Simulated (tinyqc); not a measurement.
G0W0 on RHF in the 6-311g basis, for H2, spin multiplicity 1, step by step. Computed by tinyqc, a small Python program that keeps every step (integrals from PySCF). Settings: charge = 0, multiplicity = 1, basis = 6-311g, method = RHF, energy threshold = 1e-10, iteration cap = 84, orthogonalisation = symmetric, start = atomic densities, DIIS depth = 6. Command: `OMP_NUM_THREADS=1 python tinyqc.py 29529 29530 out.jsonl` (the two numbers bound the seeds that draw the settings). One thread of a shared host (Intel(R) Xeon(R) Processor @ 2.60GHz), about 0.06 s of CPU time with the checks. The early iterations of the SCF are left out here.

## One-electron integrals

Geometry (angstrom):

| atom | x | y | z |
|---|---|---|---|
| H | 0.00000 | 0.00000 | 0.00000 |
| H | 0.00000 | 0.00000 | 0.98700 |

Basis 6-311g: exponents (1/bohr^2) and contraction coefficients of normalised primitives:

| element | l (shell) | exponent | coefficient |
|---|---|---|---|
| H | s (1) | 33.86500 | 0.02549 |
| H | s (1) | 5.09479 | 0.19037 |
| H | s (1) | 1.15879 | 0.85216 |
| H | s (2) | 0.32584 | 1.00000 |
| H | s (3) | 0.10274 | 1.00000 |

Overlap, kinetic and nuclear-attraction integrals over the contracted functions; the nuclear repulsion is the sum of Za Zb / Rab.

nuclear repulsion = 0.5361471 hartree

overlap S, lower triangle:
```
         1H 1s    1H 2s    1H 3s    2H 1s    2H 2s    2H 3s
1H 1s  1.00000
1H 2s  0.70638  1.00000
1H 3s  0.37366  0.78896  1.00000
2H 1s  0.10528  0.28716  0.26863  1.00000
2H 2s  0.28716  0.56736  0.60123  0.70638  1.00000
2H 3s  0.26863  0.60123  0.83635  0.37366  0.78896  1.00000
```

kinetic energy T (hartree), lower triangle:
```
          1H 1s    1H 2s    1H 3s    2H 1s    2H 2s    2H 3s
1H 1s   2.30435
1H 2s   0.54912  0.48876
1H 3s   0.10635  0.18488  0.15411
2H 1s  -0.08707  0.08881  0.05962  2.30435
2H 2s   0.08881  0.17252  0.11537  0.54912  0.48876
2H 3s   0.05962  0.11537  0.11354  0.10635  0.18488  0.15411
```

nuclear attraction V (hartree), lower triangle:
```
          1H 1s     1H 2s     1H 3s     2H 1s     2H 2s     2H 3s
1H 1s  -2.64722
1H 2s  -1.43900  -1.42924
1H 3s  -0.71477  -0.97020  -0.92335
2H 1s  -0.22379  -0.58852  -0.52157  -2.64722
2H 2s  -0.58852  -0.86751  -0.77553  -1.43900  -1.42924
2H 3s  -0.52157  -0.77553  -0.80723  -0.71477  -0.97020  -0.92335
```

core Hamiltonian H = T + V (hartree), lower triangle:
```
          1H 1s     1H 2s     1H 3s     2H 1s     2H 2s     2H 3s
1H 1s  -0.34287
1H 2s  -0.88988  -0.94048
1H 3s  -0.60842  -0.78531  -0.76924
2H 1s  -0.31086  -0.49971  -0.46195  -0.34287
2H 2s  -0.49971  -0.69499  -0.66016  -0.88988  -0.94048
2H 3s  -0.46195  -0.66016  -0.69370  -0.60842  -0.78531  -0.76924
```

## Two-electron integrals

Functions are numbered as in S; the eight-fold symmetry (ij|kl) = (ji|kl) = (kl|ij) leaves the list below.

Two-electron integrals (ij|kl) in chemists' order, unique and non-zero (hartree):
```
(11|11) 1.39303   (21|11) 0.82297   (21|21) 0.50970   (22|11) 0.82290
(22|21) 0.54303   (22|22) 0.64411   (31|11) 0.41126   (31|21) 0.25776
(31|22) 0.27987   (31|31) 0.13079   (32|11) 0.54368   (32|21) 0.36577
(32|22) 0.45267   (32|31) 0.18980   (32|32) 0.32514   (33|11) 0.49402
(33|21) 0.34012   (33|22) 0.44599   (33|31) 0.17804   (33|32) 0.33178
(33|33) 0.36168   (41|11) 0.09888   (41|21) 0.06437   (41|22) 0.07389
(41|31) 0.03301   (41|32) 0.05104   (41|33) 0.04894   (41|41) 0.01349
(42|11) 0.18686   (42|21) 0.12824   (42|22) 0.16372   (42|31) 0.06695
(42|32) 0.11864   (42|33) 0.12176   (42|41) 0.03022   (42|42) 0.08307
(43|11) 0.15254   (43|21) 0.10583   (43|22) 0.13924   (43|31) 0.05550
(43|32) 0.10270   (43|33) 0.10856   (43|41) 0.02509   (43|42) 0.07376
(43|43) 0.06748   (44|11) 0.53476   (44|21) 0.37534   (44|22) 0.50668
(44|31) 0.19770   (44|32) 0.37753   (44|33) 0.40307   (44|41) 0.09888
(44|42) 0.31648   (44|43) 0.29361   (44|44) 1.39303   (51|11) 0.31648
(51|21) 0.19836   (51|22) 0.21531   (51|31) 0.10065   (51|32) 0.14599
(51|33) 0.13689   (51|41) 0.03022   (51|42) 0.06221   (51|43) 0.05131
(51|44) 0.18686   (51|51) 0.08307   (52|11) 0.40369   (52|21) 0.27108
(52|22) 0.33366   (52|31) 0.14056   (52|32) 0.23881   (52|33) 0.24203
(52|41) 0.04810   (52|42) 0.11918   (52|43) 0.10435   (52|44) 0.40369
(52|51) 0.11918   (52|52) 0.20733   (53|11) 0.33033   (53|21) 0.22652
(53|22) 0.29346   (53|31) 0.11838   (53|32) 0.21635   (53|33) 0.23114
(53|41) 0.04179   (53|42) 0.11300   (53|43) 0.10290   (53|44) 0.40423
(53|51) 0.10079   (53|52) 0.19181   (53|53) 0.18882   (54|11) 0.37534
(54|21) 0.26224   (54|22) 0.35109   (54|31) 0.13790   (54|32) 0.26136
(54|33) 0.28010   (54|41) 0.06437   (54|42) 0.19836   (54|43) 0.18428
(54|44) 0.82297   (54|51) 0.12824   (54|52) 0.27108   (54|53) 0.27257
(54|54) 0.50970   (55|11) 0.50668   (55|21) 0.35109   (55|22) 0.46530
(55|31) 0.18416   (55|32) 0.34692   (55|33) 0.37683   (55|41) 0.07389
(55|42) 0.21531   (55|43) 0.20054   (55|44) 0.82290   (55|51) 0.16372
(55|52) 0.33366   (55|53) 0.33911   (55|54) 0.54303   (55|55) 0.64411
(61|11) 0.29361   (61|21) 0.18428   (61|22) 0.20054   (61|31) 0.09355
(61|32) 0.13612   (61|33) 0.12782   (61|41) 0.02509   (61|42) 0.05131
(61|43) 0.04250   (61|44) 0.15254   (61|51) 0.07376   (61|52) 0.10435
(61|53) 0.08813   (61|54) 0.10583   (61|55) 0.13924   (61|61) 0.06748
(62|11) 0.40423   (62|21) 0.27257   (62|22) 0.33911   (62|31) 0.14155
(62|32) 0.24428   (62|33) 0.25051   (62|41) 0.04179   (62|42) 0.10079
(62|43) 0.08813   (62|44) 0.33033   (62|51) 0.11300   (62|52) 0.19181
(62|53) 0.17684   (62|54) 0.22652   (62|55) 0.29346   (62|61) 0.10290
(62|62) 0.18882   (63|11) 0.39131   (63|21) 0.27012   (63|22) 0.35678
(63|31) 0.14154   (63|32) 0.26670   (63|33) 0.29372   (63|41) 0.04318
(63|42) 0.11343   (63|43) 0.10318   (63|44) 0.39131   (63|51) 0.11343
(63|52) 0.21163   (63|53) 0.20917   (63|54) 0.27012   (63|55) 0.35678
(63|61) 0.10318   (63|62) 0.20917   (63|63) 0.25299   (64|11) 0.19770
(64|21) 0.13790   (64|22) 0.18416   (64|31) 0.07247   (64|32) 0.13709
(64|33) 0.14716   (64|41) 0.03301   (64|42) 0.10065   (64|43) 0.09355
(64|44) 0.41126   (64|51) 0.06695   (64|52) 0.14056   (64|53) 0.14155
(64|54) 0.25776   (64|55) 0.27987   (64|61) 0.05550   (64|62) 0.11838
(64|63) 0.14154   (64|64) 0.13079   (65|11) 0.37753   (65|21) 0.26136
(65|22) 0.34692   (65|31) 0.13709   (65|32) 0.25962   (65|33) 0.28528
(65|41) 0.05104   (65|42) 0.14599   (65|43) 0.13612   (65|44) 0.54368
(65|51) 0.11864   (65|52) 0.23881   (65|53) 0.24428   (65|54) 0.36577
(65|55) 0.45267   (65|61) 0.10270   (65|62) 0.21635   (65|63) 0.26670
(65|64) 0.18980   (65|65) 0.32514   (66|11) 0.40307   (66|21) 0.28010
(66|22) 0.37683   (66|31) 0.14716   (66|32) 0.28528   (66|33) 0.32284
(66|41) 0.04894   (66|42) 0.13689   (66|43) 0.12782   (66|44) 0.49402
(66|51) 0.12176   (66|52) 0.24203   (66|53) 0.25051   (66|54) 0.34012
(66|55) 0.44599   (66|61) 0.10856   (66|62) 0.23114   (66|63) 0.29372
(66|64) 0.17804   (66|65) 0.33178   (66|66) 0.36168
```

## Orthogonalisation

S = U s U^T; symmetric (Loewdin) form X = U s^(-1/2) U^T, so that X^T S X = 1.

eigenvalues of S: 0.04715  0.13188  0.26700  0.75361  1.17687  3.62349

X, lower triangle:
```
          1H 1s     1H 2s     1H 3s     2H 1s     2H 2s    2H 3s
1H 1s   1.37641
1H 2s  -0.75444   2.21169
1H 3s   0.21300  -1.05965   2.35866
2H 1s   0.04591  -0.00309  -0.04313   1.37641
2H 2s  -0.00309  -0.39559   0.27322  -0.75444   2.21169
2H 3s  -0.04313   0.27322  -1.16613   0.21300  -1.05965  2.35866
```

## Iteration 6 (converged): orbitals

converged F (hartree), lower triangle:
```
          1H 1s     1H 2s     1H 3s     2H 1s     2H 2s     2H 3s
1H 1s   0.67657
1H 2s  -0.35649  -0.28733
1H 3s  -0.42047  -0.35492  -0.25933
2H 1s  -0.35970  -0.40542  -0.37359   0.67657
2H 2s  -0.40542  -0.42485  -0.37517  -0.35649  -0.28733
2H 3s  -0.37359  -0.37517  -0.28403  -0.42047  -0.35492  -0.25933
```

Diagonalise F' = X^T F X, C = X C', fill 1 alpha and 1 beta electrons from the bottom; D = 2 C_occ C_occ^T. Each column has its largest component positive (the first on a tie).

F' = X^T F X (hartree), lower triangle:
```
          1         2         3         4         5        6
1   1.71941
2  -1.17730   0.93502
3   0.00667  -0.38089   0.17901
4  -0.05671  -0.18684  -0.12686   1.71941
5  -0.18684  -0.20237  -0.03143  -1.17730   0.93502
6  -0.12686  -0.03143  -0.13178   0.00667  -0.38089  0.17901
```

orbital energies (hartree): MO1 -0.53083, MO2 0.12600, MO3 0.32655, MO4 0.55639, MO5 2.54192, MO6 2.64686

coefficients C:
```
           MO1       MO2       MO3       MO4       MO5       MO6
1H 1s  0.16221   0.10295  -0.04539  -0.09770  -1.08629  -1.13334
1H 2s  0.30666   0.06957  -0.81737  -1.35988   1.64784   1.21784
1H 3s  0.16477   1.57724   0.88657   1.88060  -1.05301  -0.47071
2H 1s  0.16221  -0.10295  -0.04539   0.09770   1.08629  -1.13334
2H 2s  0.30666  -0.06957  -0.81737   1.35988  -1.64784   1.21784
2H 3s  0.16477  -1.57724   0.88657  -1.88060   1.05301  -0.47071
```

D after iteration 6, lower triangle:
```
         1H 1s    1H 2s    1H 3s    2H 1s    2H 2s    2H 3s
1H 1s  0.05263
1H 2s  0.09949  0.18808
1H 3s  0.05346  0.10106  0.05430
2H 1s  0.05263  0.09949  0.05346  0.05263
2H 2s  0.09949  0.18808  0.10106  0.09949  0.18808
2H 3s  0.05346  0.10106  0.05430  0.05346  0.10106  0.05430
```

## Convergence

Stop when the energy changes by less than 1e-10 hartree and every element of the error matrix X^T (F D S - S D F) X is below 3e-06.

Course of the cycle:

| iteration | E (hartree) | change | largest element of the error matrix |
|---|---|---|---|
| 1 | -0.7600136 | - | 1.05e-01 |
| 2 | -1.0985813 | -3.39e-01 | 1.15e-02 |
| 3 | -1.0991616 | -5.80e-04 | 2.96e-03 |
| 4 | -1.0991981 | -3.65e-05 | 6.17e-05 |
| 5 | -1.0991981 | -4.10e-09 | 1.30e-06 |
| 6 | -1.0991981 | -9.23e-12 | 2.74e-09 |

PySCF RHF in the same basis = -1.0991981 hartree

Converged in 6 iterations.

## Integrals over molecular orbitals

(pq|rs) = sum C_ip C_jq C_kr C_ls (ij|kl), one index at a time.

one-electron integrals over orbitals h = C^T H C (hartree), lower triangle:
```
          1         2         3         4        5        6
1  -1.10452
2   0.00000  -0.54017
3   0.12075   0.00000  -0.33177
4   0.00000   0.20603   0.00000  -0.26237
5   0.00000   0.02987   0.00000  -0.20026  1.41584
6   0.06302   0.00000  -0.13955   0.00000  0.00000  1.52331
```

Two-electron integrals over orbitals (pq|rs), unique and non-zero (hartree):
```
(11|11) 0.57369    (21|21) 0.07150    (22|11) 0.36883    (22|22) 0.31578
(31|11) -0.12075   (31|22) -0.03849   (31|31) 0.05413    (32|21) 0.01392
(32|32) 0.03013    (33|11) 0.35622    (33|22) 0.28091    (33|31) -0.03926
(33|33) 0.28134    (41|21) -0.07432   (41|32) 0.00793    (41|41) 0.09675
(42|11) -0.14018   (42|22) -0.05967   (42|31) 0.04821    (42|33) -0.05169
(42|42) 0.06504    (43|21) 0.04962    (43|32) 0.01434    (43|41) -0.04995
(43|43) 0.04134    (44|11) 0.45775    (44|22) 0.33519    (44|31) -0.08058
(44|33) 0.30681    (44|42) -0.10207   (44|44) 0.39738    (51|21) -0.02871
(51|32) 0.01963    (51|41) 0.05469    (51|43) -0.02859   (51|51) 0.07545
(52|11) -0.02929   (52|22) 0.00586    (52|31) 0.02453    (52|33) -0.00556
(52|42) 0.01210    (52|44) -0.01939   (52|52) 0.02913    (53|21) 0.03409
(53|32) -0.00786   (53|41) -0.04832   (53|43) 0.02411    (53|51) -0.04212
(53|53) 0.03168    (54|11) 0.12747    (54|22) 0.03915    (54|31) -0.05779
(54|33) 0.04605    (54|42) -0.05285   (54|44) 0.08946    (54|52) -0.04098
(54|54) 0.08452    (55|11) 0.60077    (55|22) 0.38310    (55|31) -0.14120
(55|33) 0.36175    (55|42) -0.15922   (55|44) 0.49251    (55|52) -0.06252
(55|54) 0.18637    (55|55) 0.72696    (61|11) -0.06302   (61|22) -0.01803
(61|31) 0.03885    (61|33) -0.01888   (61|42) 0.03163    (61|44) -0.05410
(61|52) 0.03830    (61|54) -0.06780   (61|55) -0.13339   (61|61) 0.07102
(62|21) -0.01158   (62|32) 0.00719    (62|41) 0.02234    (62|43) -0.01453
(62|51) 0.03637    (62|53) -0.01777   (62|62) 0.01993    (63|11) 0.08920
(63|22) 0.03794    (63|31) -0.03506   (63|33) 0.03266    (63|42) -0.03756
(63|44) 0.06651    (63|52) -0.01900   (63|54) 0.04854    (63|55) 0.12590
(63|61) -0.03876   (63|63) 0.03257    (64|21) 0.02842    (64|32) -0.01929
(64|41) -0.05172   (64|43) 0.02318    (64|51) -0.06278   (64|53) 0.03773
(64|62) -0.03071   (64|64) 0.05780    (65|21) 0.11284    (65|32) -0.00790
(65|41) -0.14533   (65|43) 0.08491    (65|51) -0.12184   (65|53) 0.09054
(65|62) -0.05639   (65|64) 0.11000    (65|65) 0.28758    (66|11) 0.59728
(66|22) 0.37380    (66|31) -0.13679   (66|33) 0.36149    (66|42) -0.15621
(66|44) 0.48350    (66|52) -0.06059   (66|54) 0.17942    (66|55) 0.70533
(66|61) -0.11824   (66|63) 0.11872    (66|66) 0.69652
```

## Screening: direct RPA

With D = e_a - e_i and K = (ia|jb): diagonalise D^(1/2) (D + 4K) D^(1/2) = Z w^2 Z^T; X + Y = D^(1/2) Z w^(-1/2), each column of Z with its largest component positive (the first on a tie); E_c = (sum w - tr (D + 2K)) / 2.

D^(1/2) (D + 4K) D^(1/2) (hartree^2), lower triangle:
```
          1>2      1>3      1>4       1>5       1>6
1>2   0.61928
1>3   0.00000  0.92073
1>4  -0.25123  0.00000  1.60278
1>5  -0.16317  0.00000  0.39983  10.36916
1>6   0.00000  0.25653  0.00000   0.00000  11.00046
```

excitation energies w (hartree): 0.74725  0.95614  1.28155  3.22343  3.31768

X + Y:
```
           1         2         3         4        5
1>2  0.91207   0.00000  -0.16526  -0.00806  0.00000
1>3  0.00000   0.94664   0.00000   0.00000  0.01293
1>4  0.27915   0.00000   0.89506   0.02669  0.00000
1>5  0.01368   0.00000  -0.07563   0.97516  0.00000
1>6  0.00000  -0.04635   0.00000   0.00000  0.97836
```

RPA correlation energy = -0.0317604 hartree

## G0W0 on Hartree-Fock: HOMO

W(p,q,m) = sqrt2 sum_ia (pq|ia) (X+Y)_ia,m; Sigma_c(x) = sum_(i,m) W^2/(x - e_i + w_m) + sum_(a,m) W^2/(x - e_a - w_m); solve x = e_p + Sigma_c(x) by Newton steps; Z = 1/(1 - dSigma/dx); 1 hartree = 27.211386 eV.

The 12 largest terms at x = e_p (hartree; W for the signs of X + Y given):

| q | m | W | term |
|---|---|---|---|
| 1 | 2 | -0.15752 | 0.02595 |
| 4 | 3 | 0.13398 | -0.00758 |
| 2 | 3 | -0.10772 | -0.00599 |
| 2 | 1 | 0.06233 | -0.00277 |
| 3 | 2 | 0.06992 | -0.00270 |
| 1 | 5 | -0.08940 | 0.00241 |
| 5 | 4 | 0.10644 | -0.00180 |
| 4 | 1 | -0.05661 | -0.00175 |
| 6 | 5 | 0.09898 | -0.00151 |
| 4 | 4 | 0.07992 | -0.00148 |
| 5 | 3 | 0.06787 | -0.00106 |
| 3 | 5 | 0.05475 | -0.00072 |

Newton steps (hartree):

| step | x | Sigma_c(x) | Z |
|---|---|---|---|
| 0 | -0.53083 | -0.00005 | 0.96144 |
| 1 | -0.53088 | -0.00005 | 0.96143 |

quasiparticle energy of the HOMO = -14.44602 eV

Hartree-Fock value = -14.44462 eV

## G0W0 on Hartree-Fock: LUMO

As before.

The 12 largest terms at x = e_p (hartree; W for the signs of X + Y given):

| q | m | W | term |
|---|---|---|---|
| 1 | 3 | -0.10772 | 0.00599 |
| 4 | 2 | 0.06247 | -0.00281 |
| 1 | 1 | 0.06233 | 0.00277 |
| 2 | 2 | -0.05035 | -0.00265 |
| 4 | 5 | 0.04464 | -0.00053 |
| 5 | 5 | 0.05344 | -0.00050 |
| 3 | 1 | 0.02147 | -0.00049 |
| 1 | 4 | -0.04322 | 0.00048 |
| 6 | 4 | 0.05113 | -0.00046 |
| 5 | 2 | 0.03033 | -0.00027 |
| 3 | 4 | 0.02721 | -0.00022 |
| 2 | 5 | -0.02565 | -0.00020 |

Newton steps (hartree):

| step | x | Sigma_c(x) | Z |
|---|---|---|---|
| 0 | 0.12600 | 0.00089 | 0.98905 |
| 1 | 0.12688 | 0.00088 | 0.98904 |
| 2 | 0.12688 | 0.00088 | 0.98904 |

quasiparticle energy of the LUMO = 3.45263 eV

Hartree-Fock value = 3.42860 eV
